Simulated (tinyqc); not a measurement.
## Gate work function from the charge

Inverse problem. For an undoped double gate, Q = 8 eps0 eps_r Vt beta tan(beta)/ts with 0 < beta < pi/2, and at the source (Vg - dphi)/(2 Vt) - ln[(2/ts) sqrt(2 eps0 eps_r Vt/(q ni))] = ln(beta) - ln(cos beta) + 2 r beta tan(beta), r = eps_r tox/(eox ts). Find beta and dphi.

Values chosen for this exercise; material values close to those of silicon: temperature T = 293 K; relative permittivity of the semiconductor eps_r = 11.5; relative permittivity of the gate insulator eox = 7.47; insulator thickness tox = 1.7 nm; body thickness ts = 10 nm; gate voltage Vg = 0.55 V.

Constants: q = 1.602176634e-19 C, kB = 1.380649e-23 J/K, Vt = kB T/q, eps0 = 8.8541878128e-14 F/cm where lengths are in cm. Results are converted to the units shown.

Qs = 0.30914272 nC/cm^2
ni = 6.0586022e9 cm^-3

Answer. beta tan(beta) rises from 0 without bound on the interval, so the charge fixes beta; the second relation is then explicit in dphi.

beta = 0.03876
dphi = 0.2300 V

tinyqc, about 0.02 s, one thread, Intel Xeon 2.30GHz (shared host): `OMP_NUM_THREADS=1 python tinyqc.py 2440014 2440015 out.jsonl`
